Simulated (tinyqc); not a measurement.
Bias-temperature instability, empirical power law with universal recovery: one step of the calculation.

Threshold-voltage shift at the end of a stress: dV = A (V/V0)^g exp[-(Ea q/kB)(1/T - 1/T0)] (t/1 s)^n. After a delay tr the permanent share pp stays and the rest falls by r = 1/(1 + B (tr/t)^be). An empirical model: its parameters are fits, not properties.

Task. Shift and lifetime at use conditions. The lifetime solves dV = dc; ten years are 3.15576e8 s.

Inputs (values chosen for the exercise): reference stress voltage V0 = 1.8 V; reference temperature T0 = 373 K; shift after 1 s at V0 and T0 A = 18 mV; time exponent n = 0.17; voltage exponent g = 4.6; apparent activation energy of the shift Ea = 0.11 eV; use voltage V = 0.98 V; use temperature T = 358 K; failure criterion dc = 50 mV.

Constants: q = 1.602176634e-19 C, kB = 1.380649e-23 J/K. Results are converted to the units shown.

Give: voltage factor; temperature factor; shift after ten years; lifetime; largest voltage for ten years.

Result.

voltage factor = 0.061008
temperature factor = 0.86642
shift after ten years = 26.499 mV
lifetime = 418.8 years
largest voltage for ten years = 1.1250 V

The device passes: the shift at ten years is below dc. A lifetime beyond 100 years is a far extrapolation of the power law. In time the voltage exponent is g/n = 27.1 and the activation energy Ea/n = 0.647 eV.

Numbers from tinyqc (`OMP_NUM_THREADS=1 python tinyqc.py 2070118 2070119 out.jsonl`; about 0.01 s on one thread of a shared Intel Xeon 2.30GHz).
